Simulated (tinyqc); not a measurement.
Worked calculation: sp3 tight binding, zinc-blende lattice. One step of it, computed by the program tinyqc.

Problem. Levels at k. Diagonalise the Hermitian matrix.

H(k) at k (eV), order a s, a px, a py, a pz, c s, c px, c py, c pz:
```
[[-13.980000, 0.000000, 0.000000, 0.000000, -2.662664+1.877418i, -1.998020+1.597454i, -1.548041+2.061797i, -1.548041+2.061797i],
 [0.000000, -7.510000, 0.000000, 0.000000, 1.998020-1.597454i, 0.610638-0.430554i, -1.560208+2.078002i, -1.560208+2.078002i],
 [0.000000, 0.000000, -7.510000, 0.000000, 1.548041-2.061797i, -1.560208+2.078002i, 0.610638-0.430554i, -2.013724+1.610010i],
 [0.000000, 0.000000, 0.000000, -7.510000, 1.548041-2.061797i, -1.560208+2.078002i, -2.013724+1.610010i, 0.610638-0.430554i],
 [-2.662664-1.877418i, 1.998020+1.597454i, 1.548041+2.061797i, 1.548041+2.061797i, -10.810000, 0.000000, 0.000000, 0.000000],
 [-1.998020-1.597454i, 0.610638+0.430554i, -1.560208-2.078002i, -1.560208-2.078002i, 0.000000, -5.850000, 0.000000, 0.000000],
 [-1.548041-2.061797i, -1.560208-2.078002i, 0.610638+0.430554i, -2.013724-1.610010i, 0.000000, 0.000000, -5.850000, 0.000000],
 [-1.548041-2.061797i, -1.560208-2.078002i, -2.013724-1.610010i, 0.610638+0.430554i, 0.000000, 0.000000, 0.000000, -5.850000]]
```

Give: eigenvalues; weights |c|^2 of the basis functions.

Solution.

eigenvalues (eV): [-17.3928, -14.4704, -10.1998, -10.1064, -5.3828, -3.2536, -3.2170, -0.8472]

weights |c|^2 of the basis functions, order a s, a px, a py, a pz, c s, c px, c py, c pz:
```
[[0.6835, 0.0599, 0.0028, 0.0000, 0.2153, 0.0000, 0.0019, 0.0365],
 [0.0023, 0.1393, 0.4070, 0.0000, 0.0737, 0.0000, 0.2470, 0.1307],
 [0.0041, 0.1375, 0.1036, 0.3106, 0.0589, 0.1894, 0.0653, 0.1307],
 [0.0041, 0.1375, 0.1036, 0.3106, 0.0589, 0.1894, 0.0653, 0.1307],
 [0.2210, 0.3263, 0.0049, 0.0000, 0.3995, 0.0000, 0.0014, 0.0469],
 [0.0266, 0.0696, 0.2469, 0.0000, 0.0748, 0.0000, 0.4072, 0.1748],
 [0.0292, 0.0649, 0.0656, 0.1894, 0.0594, 0.3106, 0.1060, 0.1749],
 [0.0292, 0.0649, 0.0656, 0.1894, 0.0594, 0.3106, 0.1060, 0.1749]]
```
